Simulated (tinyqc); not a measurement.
# One level coupled to a phonon between two leads, self-consistent Born approximation: effects of single changes

Wide-band leads with mu_L = +V/2 and mu_R = -V/2; phonons in equilibrium, Nq = 1/(exp(w0/kB T) - 1). Scattering links only energies that differ by w0, so a ladder E_k = E1 + k w0 closes on itself; terms that reach past its ends are dropped. Gn and Gp are the electron and hole parts of the spectral function A = Gn + Gp.

Parameters, values chosen for the exercise: temperature of leads and phonons T = 300 K; phonon energy w0 = 180 meV; level ed = 177 meV; coupling to the left lead GL = 110 meV; coupling to the right lead GR = 120 meV; electron-phonon matrix element M = 31 meV; bias V = 207 mV.

Constants: q = 1.602176634e-19 C, kB = 1.380649e-23 J/K, h = 6.62607015e-34 J s, Vt = kB T/q. Results are converted to the units shown.

Each table varies one quantity; the others keep the values above.

## Effect of the level position

|G|^2 = 1/[(E - ed)^2 + (GL + GR + Sin + Sout)^2/4], Gn = |G|^2 (GL fL + GR fR + Sin), Gp = |G|^2 (GL (1 - fL) + GR (1 - fR) + Sout), f = 1/(1 + exp((E - mu)/kB T)). Sin(E) = M^2 [(Nq + 1) Gn(E + w0) + Nq Gn(E - w0)], Sout(E) = M^2 [(Nq + 1) Gp(E - w0) + Nq Gp(E + w0)]. Spectral currents into the level: iL = GL [fL Gp - (1 - fL) Gn], iR = GR [fR Gp - (1 - fR) Gn]. Here E - ed is replaced by E - ed - R(E), with the real part R(E) = (1/2 pi) P int [Sin + Sout](y) dy/(E - y). The total for one spin is I = (q/h) times the integral of iL over all E (all ladders, each long enough that its ends do not matter); the power given to phonons is (1/h) times the integral of E (iL + iR).

Result of one run:
```
ed (meV),I (uA),I without phonons (uA),ratio of the two,power to phonons (nW),share of I V (%)
484,0.4613,0.4584,1.006,0.07021,0.07352
```

What becomes of these results when the level ed is changed from 484 to 554 meV, all else the same?

Result of the changed run:
```
ed (meV),I (uA),I without phonons (uA),ratio of the two,power to phonons (nW),share of I V (%)
554,0.3507,0.3489,1.005,0.04047,0.05575
```

The whole series:
```
ed (meV),I (uA),I without phonons (uA),ratio of the two,power to phonons (nW),share of I V (%)
0,6.088,6.146,0.9906,7.138,0.5665
69,5.399,5.424,0.9954,6.191,0.5540
138,3.810,3.787,1.006,3.776,0.4788
208,2.316,2.286,1.013,1.645,0.3430
277,1.408,1.389,1.013,0.6496,0.2229
346,0.9105,0.9009,1.011,0.2750,0.1459
415,0.6305,0.6254,1.008,0.1316,0.1008
484,0.4613,0.4584,1.006,0.07021,0.07352
554,0.3507,0.3489,1.005,0.04047,0.05575
```

I falls from 6.09 to 0.351 uA as the level leaves the window |E| < 103.5 meV; the ratio to the current without phonons goes from 0.9906 through a maximum of 1.013 (at ed = 277 meV among the rows listed) to 1.005. The power to phonons falls from 7.14 to 0.0405 nW.

## Current against bias

Same model as above.

Current against bias:
```
V (mV),I (uA),I without phonons (uA),ratio of the two,power to phonons (nW),share of I V (%)
72,0.9234,0.9115,1.013,0.08297,0.1248
198,2.764,2.733,1.011,2.101,0.3839
324,5.018,4.992,1.005,9.167,0.5639
450,7.310,7.323,0.9982,19.29,0.5864
576,9.087,9.131,0.9952,30.56,0.5838
702,10.26,10.30,0.9955,40.82,0.5670
828,11.01,11.04,0.9969,48.05,0.5272
954,11.51,11.53,0.9982,51.92,0.4728
1080,11.86,11.87,0.9989,53.69,0.4191
```

I rises from 0.923 to 11.9 uA; its ratio to the current without phonons goes from 1.01 through a minimum of 0.995 (at V = 576 mV among the rows listed) to 0.999, and the share of I V given to phonons goes from 0.125 through a maximum of 0.586 (at V = 450 mV among the rows listed) to 0.419 %. Emission at zero temperature needs V above w0 = 180 mV; the rest of I V is released in the leads.

Range of the model: The self-consistent Born approximation keeps only non-crossing phonon lines and no Hartree shift; it is rough once the coupling nears the phonon energy.

tinyqc, about 0.06 s, one thread, Intel Xeon 2.30GHz (shared host): `OMP_NUM_THREADS=1 python tinyqc.py 2720027 2720028 out.jsonl`
